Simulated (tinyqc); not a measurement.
Offset from the accumulated charge.

Inverse problem. Layer 1 (x < 0) accumulates electrons and layer 2 (x > 0) is depleted. Boltzmann statistics. Sheet densities from the first integral: Q1 = sqrt((2 eps0 eps_r Vt N1/q)(exp(u1) - u1 - 1)) extra electrons, Q2 = sqrt((2 eps0 eps_r Vt N2/q)(exp(-u2) + u2 - 1)) missing ones, u = V/Vt; neutrality Q1 = Q2 + si. V1 + V2 = dE + Vt ln[(N2/Nc2)/(N1/Nc1)]. Find V1, V2 and dE.

Inputs (values chosen for the exercise); values of the order of III-V alloys: temperature T = 350 K; relative permittivity of both layers eps_r = 12.9; density of states of the narrow-gap layer 1 Nc1 = 3.4e17 cm^-3; density of states of the wide-gap layer 2 Nc2 = 1.3e18 cm^-3; donor density in layer 1 N1 = 9.9e15 cm^-3; donor density in layer 2 N2 = 2.1e16 cm^-3; fixed charge at the interface si = 6.4e10 cm^-2.

Constants: q = 1.602176634e-19 C, kB = 1.380649e-23 J/K, Vt = kB T/q, eps0 = 8.8541878128e-14 F/cm where lengths are in cm. Results are converted to the units shown.

Q1 = 1.2851700e11 cm^-2

Solution. Each sheet density rises steadily with its bending, so Q1 fixes V1 and Q2 = Q1 - si fixes V2.

V1 = 0.05780 V
V2 = 0.03443 V
dE = 0.1100 eV

tinyqc, about 0.1 s, one thread, Intel Xeon 2.30GHz (shared host): `OMP_NUM_THREADS=1 python tinyqc.py 2410147 2410148 out.jsonl`
